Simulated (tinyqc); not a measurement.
Length of a polyene: Hueckel, PPP and singles CI along the polyenes. Computed by the program tinyqc. Hueckel uses the same beta without repulsion; CIS keeps all single excitations and so misses the low, doubly excited 2Ag state. W is the valence ionisation energy of a centre, MN the Mataga-Nishimoto formula, f the oscillator strength.

All-trans chains of carbon centres 1.40 angstrom apart:
```
parameter                               value
beta (eV), times 1 +/- alternation  -2.110000
alternation                          0.080000
W (eV)                              11.160000
gamma_rr (eV)                        9.790000
repulsion formula                        Ohno
```

Gaps and excitations (eV):
```
centres  Hueckel gap  PPP orbital gap  bright singlet (CIS)      f  lowest triplet (CIS)
2              4.558           11.649                 5.907  0.506                 3.208
4              3.013            9.406                 4.703  0.945                 2.326
6              2.307            8.278                 3.989  1.318                 1.907
8              1.908            7.613                 3.528  1.648                 1.684
10             1.653            7.184                 3.213  1.947                 1.553
12             1.478            6.890                 2.988  2.225                 1.471
14             1.349            6.680                 2.822  2.490                 1.416
```

What does the comparison show, and why?

The Hueckel gap tends to 4 x alternation x |beta| = 0.68 eV for long chains. Exchange opens the PPP orbital gap, and the attraction of electron and hole brings the bright state 3.86 eV below it at 14 centres; the triplet lies 1.41 eV lower still.
